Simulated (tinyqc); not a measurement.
What each parameter of the potential does: deformation potentials from a strained empirical pseudopotential.

Diamond lattice, no spin-orbit coupling. Atomic form factor V(q) = a1 (q^2 - a2)/(a3 exp(a4 q^2) - 1) in rydberg with q in 1/bohr, for the unstrained cell. Under a strain e the reciprocal vectors and k go over into (1 + e)^(-1) G, the atoms sit at +/- tau with tau = (1 + e) a (1,1,1)/8 - zeta a (eyz, ezx, exy)/4, and H(G,G') = c |k + G|^2 delta + (V(q)/det(1 + e)) cos(q.tau), q = G - G', with the term q = 0 left out; c = hbar^2/2m0. The basis is fixed before straining: all G with |k + G|^2 up to 16 (2 pi/a)^2. k is given in units of 2 pi/a of the unstrained cell.

Constants: hbar^2/2m0 = 3.80998211 eV angstrom^2; Ry = 13.60569312 eV; a0 (Bohr radius) = 0.5291772105 angstrom.

Parameters, chosen for this exercise (a germanium-sized cell with gaps well above those of Ge; the results hold for these values, not for the real material):
- a = 5.649 angstrom (lattice constant)
- a1 = 0.397
- a2 = 2.435
- a3 = 2.049
- a4 = 0.45
- kD = 0.82 2 pi/a (position of the Delta minimum)

Gaps from the valence top to level 5 at Gamma and level 5 at (kD,0,0) and L, and their deformation potentials [E(+h) - E(-h)]/(3 ln((1 + h)/(1 - h))) for e = +/- h 1, h = 0.002. The row for the lattice constant keeps V(q) without the volume factor, so it is not a strain. Each row changes one parameter from the base and keeps the others.

Results:
```
case,Gamma (eV),Delta (eV),L (eV),potential Gamma (eV),potential Delta (eV),potential L (eV)
base,1.646,1.380,1.220,-9.12,0.75,-3.02
a = 5.705 angstrom,1.439,1.609,1.270,-9.30,0.44,-3.23
a1 = 0.401,1.669,1.451,1.269,-9.20,0.72,-3.07
a2 = 2.411,1.785,1.317,1.238,-9.07,0.82,-2.98
a3 = 2.029,1.666,1.475,1.281,-9.22,0.73,-3.06
a4 = 0.446,1.696,1.441,1.271,-9.24,0.68,-3.10
```

The largest shifts from the base row, up to three for each result and ties (the steps differ in size, so this ranks the rows, not the parameters). Gamma (eV): a -0.206, a2 +0.139, a4 +0.050. Delta (eV): a +0.230, a3 +0.096, a1 +0.072. L (eV): a3 +0.061, a4 +0.051, a +0.050. potential Gamma (eV): a -0.18, a4 -0.12, a3 -0.10. potential Delta (eV): a -0.31, a4 -0.07, a2 +0.07. potential L (eV): a -0.21, a4 -0.08, a2 +0.04, a1 -0.04, a3 -0.04.

tinyqc: `OMP_NUM_THREADS=1 python tinyqc.py 1880385 1880386 out.jsonl`; about 0.2 s, one thread, shared Intel(R) Xeon(R) Processor @ 2.30GHz.
